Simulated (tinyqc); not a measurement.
Double-gate transistor below threshold, two-dimensional Poisson equation on a small mesh: one step of the calculation.

Half of a symmetric double-gate structure: row 0 is the mid-plane of the body, where the normal field vanishes. Mobile charge is neglected (subthreshold), the body is fully depleted, and potentials are counted from the intrinsic level; rows run upward to the gate, columns from source to drain.

Task. Gauss-Seidel sweep. Free nodes: rows 0..3, columns 1..4, taken row by row from row 0, left to right. t = (up psi(above) + dn psi(below) + lat [psi(left) + psi(right)] + s)/(up + dn + 2 lat), with the newest neighbours; psi(new) = t.

psi at the start (fixed values on the edges, free nodes linear between source and drain columns) (V):
```
              j=0         j=1         j=2         j=3         j=4         j=5
row 0   0.4500000   0.5900000   0.7300000   0.8700000   1.0100000   1.1500000
row 1   0.4500000   0.5900000   0.7300000   0.8700000   1.0100000   1.1500000
row 2   0.4500000   0.5900000   0.7300000   0.8700000   1.0100000   1.1500000
row 3   0.2050000   0.2750000   0.3450000   0.4150000   0.4850000   0.5550000
row 4  -0.0400000  -0.0400000  -0.0400000  -0.0400000  -0.0400000  -0.0400000
```

```
row         up         dn         lat  s (V)
0        51.17          0   1.3837209      0
1        51.17      51.17   2.7674419      0
2    29.165217      51.17   1.6444767      0
3    29.165217  29.165217  0.52151163      0
```

Wanted: psi after iteration 1.

Result.

psi after iteration 1 (V):
```
          j=0     j=1     j=2     j=3     j=4     j=5
row 0   0.450   0.590   0.730   0.870   1.010   1.150
row 1   0.450   0.590   0.730   0.870   1.010   1.150
row 2   0.450   0.480   0.594   0.709   0.824   1.150
row 3   0.205   0.221   0.278   0.335   0.393   0.555
row 4  -0.040  -0.040  -0.040  -0.040  -0.040  -0.040
```

tinyqc, about 0.1 s, one thread, Intel Xeon 2.30GHz (shared host): `OMP_NUM_THREADS=1 python tinyqc.py 2480066 2480067 out.jsonl`
